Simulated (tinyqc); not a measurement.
# Thin-film transistor with exponential tail and deep states, accumulation layer: what changes with what

An undoped film in accumulation, thicker than the space-charge layer. With band bending psi the Fermi level lies E0 - psi below the band edge. Free electrons n = n0 exp(psi/Vt) carry the current; electrons in two exponential distributions of traps, a = a0 exp(psi/Va) and d = d0 exp(psi/Vp), do not. Linear regime, ohmic contacts, traps in equilibrium.

Values chosen for this exercise; values close to those of an organic semiconductor: temperature T = 300 K; relative permittivity of the semiconductor eps_r = 3.2; density of extended states Nc = 1.3e20 cm^-3; band mobility mb = 3.2 cm^2/(V s); total density of tail states Nt = 1.1e20 cm^-3; characteristic temperature of the tail Tt = 410 K; total density of deep states Nd = 2.3e17 cm^-3; characteristic temperature of the deep states Td = 1360 K; bulk Fermi level below the band edge E0 = 0.61 eV; gate capacitance Ci = 35 nF/cm^2; ratio W/L WL = 2; drain voltage Vd = 0.05 V; gate voltage above flat band Vg = 9.7 V.

Constants: q = 1.602176634e-19 C, kB = 1.380649e-23 J/K, Vt = kB T/q, eps0 = 8.8541878128e-14 F/cm where lengths are in cm. Results are converted to the units shown.

Each table varies one quantity; the others keep the values above.

## Effect of the gate capacitance

Va = kB Tt/q, Vp = kB Td/q; n0 = Nc exp(-E0/Vt), a0 = Nt th(T/Tt) exp(-E0/Va), d0 = Nd th(T/Td) exp(-E0/Vp), th(x) = pi x/sin(pi x). G(psi) = sum over the three kinds of c0 [V (exp(psi/V) - 1) - psi], field F = sqrt(2 q G/(eps0 eps_r)); Vg = psi + eps0 eps_r F/Ci at the surface. Total charge Q = Ci (Vg - psi_s); free charge Qf = q times the integral of n0 (exp(psi/Vt) - 1)/F over psi from 0 to psi_s; I = (W/L) mb Qf Vd; effective mobility mb Qf/Q.

Results:
```
Ci (nF/cm^2)  E0 - psi_s (eV)  Q (nC/cm^2)  free share (%)  effective mobility (cm^2/(V s))  I (nA)
7                      0.2009        65.04           2.251                          0.07204  0.4685
11                     0.1680        101.8           3.358                           0.1075   1.094
27                     0.1051        248.3           6.649                           0.2128   5.283
43                    0.07340        394.0           9.122                           0.2919   11.50
67                    0.04360        612.0           12.09                           0.3870   23.68
100                   0.01710        910.7           15.36                           0.4915   44.77
```

Estimate the missing row, Ci = 17 nF/cm^2.

Computed row:
```
Ci (nF/cm^2)  E0 - psi_s (eV)  Q (nC/cm^2)  free share (%)  effective mobility (cm^2/(V s))  I (nA)
17                     0.1372        156.9           4.744                           0.1518   2.381
```

With this row back in the table: As Ci goes from 7 to 100 nF/cm^2, the free share rises from 2.25 to 15.4 %, the distance of the Fermi level from the edge falls from 0.201 to 0.0171 eV and the current rises from 0.469 to 44.8 nA. For Ci = 67 to 100 nF/cm^2 the surface Fermi level is within 2 Vt of the band edge, where the exponential forms fail. For Ci = 11 to 100 nF/cm^2 the th form, which assumes a Fermi level far below the edge, overcounts the filled tail at the surface by more than 15 %.

## Effect of the total density of deep states

Same model as above.

Effect of the total density of deep states:
```
Nd (cm^-3)  E0 - psi_s (eV)  Q (nC/cm^2)  free share (%)  effective mobility (cm^2/(V s))  I (nA)
2.3e16              0.08703        321.2           8.161                           0.2612   8.388
5.6e16              0.08709        321.2           8.125                           0.2600   8.351
1.3e17              0.08721        321.2           8.049                           0.2576   8.273
3.3e17              0.08755        321.2           7.860                           0.2515   8.079
7.9e17              0.08833        321.2           7.474                           0.2392   7.683
1.9e18              0.09026        321.3           6.688                           0.2140   6.876
4.6e18              0.09510        321.5           5.214                           0.1668   5.363
```

What does the comparison show?

As Nd goes from 2.3e16 to 4.6e18 cm^-3, the free share falls from 8.16 to 5.21 %, the distance of the Fermi level from the edge rises from 0.0870 to 0.0951 eV and the current falls from 8.39 to 5.36 nA. Q varies by only 0.088 %: the gate sets the charge, the traps decide how much of it moves. In every row the th form, which assumes a Fermi level far below the edge, overcounts the filled tail at the surface by more than 15 %.

## Effect of the total density of tail states

Same model as above.

Results:
```
Nt (cm^-3)  E0 - psi_s (eV)  Q (nC/cm^2)  free share (%)  effective mobility (cm^2/(V s))  I (nA)
3.7e18              0.03285        319.3           75.00                            2.400   76.63
8.5e18              0.03760        319.5           60.56                            1.938   61.91
1.9e19              0.04658        319.8           41.15                            1.317   42.11
4.5e19              0.06307        320.4           20.90                           0.6687   21.42
2.4e20               0.1123        322.1           3.002                          0.09605   3.094
5.5e20               0.1403        323.1           1.006                          0.03219   1.040
```

Estimate the missing row, Nt = 1e20 cm^-3.

Computed row:
```
Nt (cm^-3)  E0 - psi_s (eV)  Q (nC/cm^2)  free share (%)  effective mobility (cm^2/(V s))  I (nA)
1e20                0.08452        321.1           8.900                           0.2848   9.145
```

With this row back in the table: As Nt goes from 3.7e18 to 5.5e20 cm^-3, the free share falls from 75.0 to 1.01 %, the distance of the Fermi level from the edge rises from 0.0329 to 0.140 eV and the current falls from 76.6 to 1.04 nA. Q varies by only 1.2 %: the gate sets the charge, the traps decide how much of it moves. For Nt = 3.7e18 to 1.9e19 cm^-3 the surface Fermi level is within 2 Vt of the band edge, where the exponential forms fail. In every row the th form, which assumes a Fermi level far below the edge, overcounts the filled tail at the surface by more than 15 %.

Program tinyqc, `OMP_NUM_THREADS=1 python tinyqc.py 2610112 2610113 out.jsonl`; Intel Xeon 2.30GHz, shared host, one thread, about 0.02 s.
